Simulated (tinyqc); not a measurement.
Power iteration on a symmetric matrix, step by step. Computed by tinyqc, a small Python program that keeps every step. Settings: method = power, shift = 0.88. Command: `OMP_NUM_THREADS=1 python tinyqc.py 21598 21599 out.jsonl` (the two numbers bound the seeds that draw the settings). One thread of a shared host (Intel(R) Xeon(R) Processor @ 2.60GHz), about 0.01 s of CPU time with the checks.

A:
$$\begin{pmatrix}
0.13000 & 0.26000 & -0.08000 & 0.27600 & 0.28000 \\
0.26000 & 0.43900 & -0.21300 & -0.60500 & 0.49000 \\
-0.08000 & -0.21300 & 1.21400 & -0.05100 & 0.20700 \\
0.27600 & -0.60500 & -0.05100 & 1.63400 & 0.03600 \\
0.28000 & 0.49000 & 0.20700 & 0.03600 & 2.28200
\end{pmatrix}$$

Stop when the residual |A v - lambda v| is below 1e-9.

Steps:
```
step     lambda  residual
1     2.0762903  7.69e-01
2     2.3581234  4.31e-01
3     2.4371854  2.45e-01
4     2.4614593  1.52e-01
5     2.4702278  9.89e-02
6     2.4737224  6.58e-02
7     2.4751792  4.42e-02
8     2.4757991  2.97e-02
9     2.4760660  2.01e-02
10    2.4761818  1.36e-02
11    2.4762325  9.18e-03
12    2.4762548  6.22e-03
13    2.4762647  4.22e-03
14    2.4762690  2.86e-03
15    2.4762710  1.94e-03
16    2.4762719  1.32e-03
17    2.4762723  8.98e-04
18    2.4762725  6.11e-04
19    2.4762726  4.15e-04
20    2.4762726  2.83e-04
21    2.4762726  1.92e-04
22    2.4762726  1.31e-04
23    2.4762726  8.92e-05
24    2.4762726  6.08e-05
25    2.4762726  4.14e-05
26    2.4762726  2.82e-05
27    2.4762726  1.92e-05
28    2.4762726  1.31e-05
29    2.4762726  8.92e-06
30    2.4762726  6.08e-06
```

Can the last value be used, and what does the course show?

Not by the stop rule, although the second column moves by less than 1e-07 over the last three steps. Not converged in 30 steps: the residual falls only by the ratio of the two largest distances of eigenvalues from the shift, 0.68 a step. all eigenvalues, for comparison: [-0.20816, 0.27462, 1.27578, 1.88049, 2.47627].
